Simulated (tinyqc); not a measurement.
What moves the results: shallow acceptor in the spherical four-band model. A value that a table varies takes the place of the one given here.

The ground state 1S3/2 has an L = 0 part f(r) and an L = 2 part g(r). In units of Ry* and a*, with Gaussians f_i = exp(-a_i r^2), g_i = r^2 exp(-a_i r^2), A = a_i + a_j and I(n) = Gamma((n + 1)/2)/(2 A^((n + 1)/2)): S_ff = I(2), S_gg = I(6), H_ff = (6 a_i a_j/A) I(2) - 2 I(1), H_gg = (14 a_i a_j/A) I(6) - 2 I(5), H_fg = -mu [15 I(2) - 20 a_j I(4) + 4 a_j^2 I(6)]; each function is then normalised. The split-off band is left out.

Converged values use 22 exponents 2.2^i, i = -7 to 14, for f and for g.

Units Ry* = Ry/(g1 eps^2) and a* = a0 eps g1; mu = (6 g3 + 4 g2)/(5 g1) is the spherical heavy-light coupling and delta = (g3 - g2)/g1 the cubic term, which is left out.

Constants: Ry = 13.60569312 eV; a0 (Bohr radius) = 0.5291772105 angstrom.

Values chosen for the exercise (near those of a shallow acceptor in InP; not measured data): mus = (0.06, 0.32, 0.52, 0.62, 0.7, 0.84, 0.88) (couplings); rc = 1.2 angstrom (radius of the central cell); Vs = (3, 1, 0, -1, -2, -3, -4) eV (central-cell strengths); g1 = 5.07 (Luttinger gamma1); g2 = 1.59 (gamma2); g3 = 2.08 (gamma3); eps = 12.5 (dielectric constant).

## Strength of the heavy-light coupling

Ry* = 17.1748 meV

Converged values in Ry* and a*; the heavy-mass hydrogen model gives 1/(1 - mu).

Results:

| mu | binding (Ry*) | 1/(1 - mu) | ratio | L = 2 weight | <r> (a*) | binding (meV) |
|---|---|---|---|---|---|---|
| 0.06 | 1.003 | 1.064 | 0.943 | 0.002 | 1.496 | 17.2 |
| 0.32 | 1.102 | 1.471 | 0.750 | 0.044 | 1.382 | 18.9 |
| 0.52 | 1.332 | 2.083 | 0.639 | 0.119 | 1.174 | 22.9 |
| 0.62 | 1.558 | 2.632 | 0.592 | 0.172 | 1.022 | 26.8 |
| 0.70 | 1.857 | 3.333 | 0.557 | 0.223 | 0.874 | 31.9 |
| 0.84 | 3.126 | 6.250 | 0.500 | 0.332 | 0.541 | 53.7 |
| 0.88 | 4.038 | 8.333 | 0.485 | 0.369 | 0.425 | 69.4 |

The binding starts as 1 + O(mu^2), 1.003 at mu = 0.06, since the coupling enters in second order, and reaches 4.04 at mu = 0.88. The ratio to the heavy-mass model falls from 0.94 to 0.48, towards about 0.44 as mu goes to 1: the bound hole is only partly heavy. The L = 2 weight grows to 0.37 and the radius shrinks by a factor 3.5.

## Central-cell correction

mu = 0.74320
a* = 33.537 angstrom

A short-range term V exp(-r^2/rc^2) is added (negative: attracts the hole); its elements are V S (A/(A + 1/rc^2))^(3/2) for f and ^(7/2) for g, in the same units.

Results:

| V (eV) | 1S binding (meV) | 2S binding (meV) | <r> (angstrom) | L = 2 weight |
|---|---|---|---|---|
| 3.0 | 34.3 | 10.41 | 27.5 | 0.252 |
| 1.0 | 35.4 | 10.56 | 26.7 | 0.253 |
| 0.0 | 36.1 | 10.65 | 26.2 | 0.254 |
| -1.0 | 36.9 | 10.76 | 25.6 | 0.255 |
| -2.0 | 37.9 | 10.88 | 25.0 | 0.256 |
| -3.0 | 39.1 | 11.03 | 24.2 | 0.257 |
| -4.0 | 40.6 | 11.21 | 23.4 | 0.258 |

From V = 0 to -4 eV the 1S binding grows by 4.6 meV (13 %) and the 2S binding by 0.56 meV, so the chemical shift sits mainly in the ground state. A repulsion of 3 eV removes 1.8 meV. The slope is 1.53 meV per eV over the last step against 0.60 on the repulsive side, since attraction pulls the state into the cell; over this range the level stays shallow.

## What each parameter does

Converged values. Each row changes one parameter from the base and keeps the others.

Results:

| case | mu | Ry* (meV) | binding (meV) | <r> (angstrom) |
|---|---|---|---|---|
| base | 0.743 | 17.17 | 36.05 | 26.2 |
| g1 = 5.48 | 0.688 | 15.89 | 28.60 | 32.6 |
| g2 = 1.35 | 0.705 | 17.17 | 32.34 | 28.9 |
| g3 = 1.91 | 0.703 | 17.17 | 32.14 | 29.1 |
| eps = 11.5 | 0.743 | 20.29 | 42.59 | 24.1 |

The largest shifts from the base row, up to three for each result and ties (the steps differ in size, so this ranks the rows, not the parameters). mu: g1 -0.056, g3 -0.040, g2 -0.038; unchanged at the printed digits by eps. Ry* (meV): eps +3.12, g1 -1.28; unchanged at the printed digits by g2 and g3. binding (meV): g1 -7.45, eps +6.54, g3 -3.91. <r> (angstrom): g1 +6.4, g3 +2.9, g2 +2.7. g1 acts twice: it lowers Ry* and it lowers mu.

Computed by tinyqc, a small Python program: `OMP_NUM_THREADS=1 python tinyqc.py 1280445 1280446 out.jsonl` (the numbers bound the seed that draws the inputs); one thread of a shared host (Intel(R) Xeon(R) Processor @ 2.30GHz), about 0.04 s for the whole set of steps.
